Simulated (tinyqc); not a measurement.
Frequency dispersion of an accumulation capacitance by border traps, distributed model: two steps of the calculation.

Traps spread evenly through the insulator exchange electrons with the semiconductor by tunnelling, with tau(x) = t0 exp(2 ka x) at depth x from the interface. The admittance per area Y seen at depth x obeys dY/dx = -Y^2/(i w eps0 eox) + q Nb ln(1 + i w tau)/tau, with Y(0) = i w Cs and w = 2 pi f; the gate sees Y(tox) = G + i w C. Working variable y = Y/(i w), in uF/cm^2. Cox = eps0 eox/tox.

Values chosen for this exercise; permittivity close to that of silicon dioxide: relative permittivity of the insulator eox = 4.07; insulator thickness tox = 3.7 nm; semiconductor capacitance in accumulation Cs = 0.65 uF/cm^2; density of border traps Nb = 1.7e19 cm^-3 eV^-1; decay constant of the wave function in the insulator ka = 5.5 1/nm; time constant of a trap at the interface t0 = 7e-9 s; frequency f = 100 Hz; depth down to which the steps are taken xe = 1.6 nm.

Constants: q = 1.602176634e-19 C, eps0 = 8.8541878128e-14 F/cm where lengths are in cm. Results are converted to the units shown.

Task 1. Scales and lumped estimate. Cox; trap-free value 1/(1/Cox + 1/Cs); response depth d = ln(1/(w t0))/(2 ka), where w tau = 1; lumped estimate: all traps within d act as C_bt = q Nb d placed at d/2, so C = 1/{1/[1/(1/Cs + d/(2 eps0 eox)) + C_bt] + (tox - d/2)/(eps0 eox)}.

Wanted: Cox; trap-free C; d; C_bt; lumped C.

Result 1.

Cox = 0.9740 uF/cm^2
trap-free C = 0.3898 uF/cm^2
d = 1.121 nm
C_bt = 0.3054 uF/cm^2
lumped C = 0.5031 uF/cm^2

The traps within reach amount to 0.470 Cs and lie in the first 30.3 % of the insulator.

Task 2. Midpoint steps through the active depth. In terms of y: dy/dx = -y^2/(eps0 eox) + s(x), s = q Nb ln(1 + z)/z, z = i w tau. 8 midpoint steps of h = xe/8: y_half = y + (h/2) y'(x, y), y(new) = y + h y'(x + h/2, y_half).

Give: x; s; y.

Result 2.

```
point   x (nm)  s (uF/(cm^2 nm))       y (uF/cm^2)
0            0  0.27237+0.00000i  0.65000+0.00000i
1      0.20000  0.27237-0.00001i  0.67989+0.00000i
2      0.40000  0.27237-0.00005i  0.70761+0.00000i
3      0.60000  0.27237-0.00044i  0.73324-0.00003i
4      0.80000  0.27229-0.00397i  0.75686-0.00029i
5       1.0000  0.26632-0.03467i  0.77845-0.00261i
6       1.2000  0.13437-0.10855i  0.79005-0.01882i
7       1.4000  0.01935-0.03894i  0.76672-0.03138i
8       1.6000  0.00220-0.00741i  0.73668-0.03206i
```

tinyqc, about 0.4 s, one thread, Intel Xeon 2.30GHz (shared host): `OMP_NUM_THREADS=1 python tinyqc.py 2202223 2202224 out.jsonl`
